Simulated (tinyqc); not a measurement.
Punch-through p+-n junction, ionisation integral and breakdown: effect of the drift doping.

A p+ layer at x < 0 and an n drift layer from x = 0 to L on an n+ substrate. Depletion approximation, built-in voltage neglected. Local ionisation coefficients alpha_n = an exp(-(bn/E)^mx), alpha_p = ap exp(-(bp/E)^mx). Electrons move towards +x, holes towards x = 0.

W = sqrt(2 eps0 eps_r V/(q N)), peak field E0 = q N W/(eps0 eps_r), falling linearly to 0 at W; if W > L the layer is punched through: W = L, E0 = V/L + q N L/(2 eps0 eps_r), falling linearly to E1 = V/L - q N L/(2 eps0 eps_r). G(x) = integral from 0 to x of (alpha_n - alpha_p); I_n = integral of alpha_n exp(-G) (electrons injected at x = 0), I_p = integral of alpha_p exp(G(end) - G) (holes injected at the far edge); M = 1/(1 - I). Integrals on a fine grid; BV is where I_n = 1. Specific on-resistance Ron = L/(q mu N) with constant mobility and full ionisation.

Values chosen for this exercise; material values close to those of 4H silicon carbide:

| symbol | value | unit | meaning |
|---|---|---|---|
| eps_r | 9.76 |  | relative permittivity |
| an | 1.67e8 | 1/cm | prefactor of the electron ionisation coefficient |
| bn | 3.18e7 | V/cm | field constant for electrons |
| ap | 3.32e8 | 1/cm | prefactor of the hole ionisation coefficient |
| bp | 2.63e7 | V/cm | field constant for holes |
| mx | 1 |  | exponent |
| mu | 934 | cm^2/(V s) | electron mobility of the drift layer |
| L | 44 | um | thickness of the drift layer |

Constants: q = 1.602176634e-19 C, eps0 = 8.8541878128e-14 F/cm where lengths are in cm. Results are converted to the units shown.

Results:
```
N (cm^-3),BV (V),E0 at BV (kV/cm),W at BV (um),Ron (mohm cm^2),BV^2/Ron (MW/cm^2),eps0 eps_r mu E0^3/4 (MW/cm^2)
9.2e13,8.94e3,2.07e3,44.0,320,250,1.79e3
1.8e14,8.93e3,2.10e3,44.0,163,488,1.88e3
6.5e14,8.69e3,2.24e3,44.0,45.2,1.67e3,2.27e3
1.2e15,8.14e3,2.34e3,44.0,24.5,2.70e3,2.58e3
2.4e15,6.53e3,2.46e3,44.0,12.3,3.48e3,3.02e3
4.6e15,3.94e3,2.59e3,30.4,6.39,2.42e3,3.51e3
8.8e15,2.29e3,2.73e3,16.7,3.34,1.56e3,4.11e3
```

Estimate the missing row, N = 3.4e14 cm^-3.

Computed row:
```
N (cm^-3),BV (V),E0 at BV (kV/cm),W at BV (um),Ron (mohm cm^2),BV^2/Ron (MW/cm^2),eps0 eps_r mu E0^3/4 (MW/cm^2)
3.4e14,8.88e3,2.16e3,44.0,86.5,912,2.03e3
```

With this row back in the table: BV falls from 8940 to 2290 V while the critical field rises from 2070 to 2730 kV/cm. BV goes as N^(0.00) between the first two rows and N^(-0.84) between the last two (a coefficient proportional to E^7 gives -0.75 without punch-through). BV^2/Ron goes from 250 through a maximum of 3480 (at N = 2.4e15 among the rows listed) to 1560 MW/cm^2; the layer is punched through at breakdown in 6 of the 8 rows.

Numbers from tinyqc (`OMP_NUM_THREADS=1 python tinyqc.py 2120043 2120044 out.jsonl`; about 0.1 s on one thread of a shared Intel Xeon 2.30GHz).
